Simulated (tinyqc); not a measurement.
## p-n junction with a stepped n side, non-linear Poisson equation by Newton steps: capacitance and field against bias

One dimension, p side on the left, n side on the right; net doping C = -Na for x < 0, +N1 for 0 < x < L1 and +Nd beyond. The potential psi is counted from the intrinsic level, and the quasi-Fermi potentials are flat: 0 for holes and -V for electrons, so n = ni exp((psi + V)/Vt) and p = ni exp(-psi/Vt) (Boltzmann statistics, full ionisation, no current). Under reverse bias this makes the minority densities vanishingly small everywhere; they play no part in the charge.

The Poisson equation d/dx(eps0 eps_r dpsi/dx) = -q (p - n + C) is solved on a mesh of more than 1000 nodes that ends in neutral material (psi_p = -Vt ln(Na/ni), psi_n = Vt ln(Nd/ni) - V). C_j = q d/dV of the integral of p over x, from the linearised equation. ni = sqrt(Nc Nv) exp(-Eg/(2 Vt)), Eg in volts. Depletion approximation: Vbi = Vt ln(Na Nd/ni^2), W = sqrt(2 eps0 eps_r (Vbi - V)(1/Na + 1/Nd)/q), xp = W Nd/(Na + Nd), xn = W Na/(Na + Nd), peak field 2 (Vbi - V)/W, capacitance eps0 eps_r/W. The last column applies it to an abrupt Na-Nd junction.

Parameters, values chosen for the exercise; band and dielectric values close to those of silicon:
- T = 300 K (temperature)
- Eg = 1.14 eV (band gap)
- eps_r = 11.9 (relative permittivity)
- Nc = 2.8e19 cm^-3 (conduction-band density of states at T)
- Nv = 2.62e19 cm^-3 (valence-band density of states at T)
- Na = 3.1e17 cm^-3 (acceptor density of the p side)
- Nd = 2.7e16 cm^-3 (donor density of the n side)
- L1 = 290 nm (width of the first n layer)
- N1 = 8.1e16 cm^-3 (donor density of the first n layer)

Constants: q = 1.602176634e-19 C, kB = 1.380649e-23 J/K, Vt = kB T/q, eps0 = 8.8541878128e-14 F/cm where lengths are in cm. Results are converted to the units shown.

Capacitance and field against bias:

| V (V) | peak \|E\| (kV/cm) | C_j (nF/cm^2) | 1/C_j^2 (cm^4/uF^2) | eps0 eps_r/C_j (nm) | abrupt depletion C (nF/cm^2) |
|---|---|---|---|---|---|
| 0 | 126.7 | 81.18 | 151.7 | 129.8 | 49.79 |
| -1.25 | 201.2 | 51.14 | 382.3 | 206.0 | 31.63 |
| -2.5 | 254.7 | 40.39 | 613.1 | 260.9 | 25.03 |
| -3.75 | 298.8 | 34.39 | 845.4 | 306.4 | 21.36 |
| -5 | 337.1 | 30.23 | 1094 | 348.5 | 18.94 |
| -6.25 | 370.6 | 26.11 | 1467 | 403.6 | 17.19 |
| -7.5 | 399.0 | 22.11 | 2045 | 476.5 | 15.85 |
| -8.75 | 423.6 | 19.46 | 2642 | 541.5 | 14.78 |
| -10 | 445.5 | 17.57 | 3238 | 599.6 | 13.90 |

With V going from 0 to -10 V, C_j falls from 81.2 to 17.6 nF/cm^2 and the peak field rises from 127 to 445 kV/cm. The slope of 1/C_j^2, read as N = 2/(q eps0 eps_r |slope|), gives 6.42e16 cm^-3 between the first two rows and 2.48e16 cm^-3 between the last two, against Na Nd/(Na + Nd) = 2.48e16 cm^-3; it is not a straight line, so no single doping describes it. At the end C_j goes as (Vbi - V)^(-0.83) with Vbi = 0.846 V, and it is 26 % above the abrupt depletion formula (at the first row 63 % above it).

Numbers from tinyqc (`OMP_NUM_THREADS=1 python tinyqc.py 2000012 2000013 out.jsonl`; about 0.04 s on one thread of a shared Intel Xeon 2.30GHz).
